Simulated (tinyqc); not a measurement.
## Ideality, resistance and saturation current from three points

Problem. Well above I0 a diode obeys V = n Vt ln(I/I0) + Rs I. Find n, Rs and I0.

Inputs (values chosen for the exercise):
```
symbol  value  unit      meaning
T         300     K  temperature
```

Constants: q = 1.602176634e-19 C, kB = 1.380649e-23 J/K, Vt = kB T/q. Results are converted to the units shown.

I (A): [1.2e-5, 0.00013, 0.0013]
V (V): [0.17132276, 0.25918993, 0.51305953]

Answer. The equation is linear in a = n Vt, Rs and c = -a ln I0; three points give a 3 x 3 system.

n = 1.12
Rs = 160 ohm
I0 = 3.45e-8 A

tinyqc, about 0.01 s, one thread, Intel Xeon 2.30GHz (shared host): `OMP_NUM_THREADS=1 python tinyqc.py 2640015 2640016 out.jsonl`
